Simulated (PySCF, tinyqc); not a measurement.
Worked calculation: MP2 on RHF in the sto-3g basis, for H3+, spin multiplicity 1. The lowest restricted solution is unstable here: a spin-polarised one lies 0.0105 hartree lower (PySCF). One step of it, computed by the program tinyqc.

Task: Iteration 1: diagonalisation and new density. Diagonalise F' = X^T F X, C = X C', fill 1 alpha and 1 beta electrons from the bottom; D = 2 C_occ C_occ^T. Each column has its largest component positive (the first on a tie).

Fock matrix F (hartree), order 1H 1s, 2H 1s, 3H 1s:
```
[[-0.573408, -0.394017, -0.394017],
 [-0.394017, -0.463508, -0.085426],
 [-0.394017, -0.085426, -0.463508]]
```

X, order 1H 1s, 2H 1s, 3H 1s:
```
[[1.121682, -0.214027, -0.214027],
 [-0.214027, 1.059296, 0.032139],
 [-0.214027, 0.032139, 1.059296]]
```

Give: F' = X^T F X; orbital energies; coefficients C; D after iteration 1.

Result:

F' = X^T F X (hartree):
```
[[-0.3934, -0.2526, -0.2526],
 [-0.2526, -0.3686, 0.0303],
 [-0.2526, 0.0303, -0.3686]]
```

orbital energies (hartree): [-0.7241, -0.3989, -0.0076]

coefficients C, order 1H 1s, 2H 1s, 3H 1s:
```
[[0.6174, 0.0000, 0.9842],
 [0.3673, 0.7263, -0.7117],
 [0.3673, -0.7263, -0.7117]]
```

D after iteration 1, order 1H 1s, 2H 1s, 3H 1s:
```
[[0.7625, 0.4535, 0.4535],
 [0.4535, 0.2698, 0.2698],
 [0.4535, 0.2698, 0.2698]]
```
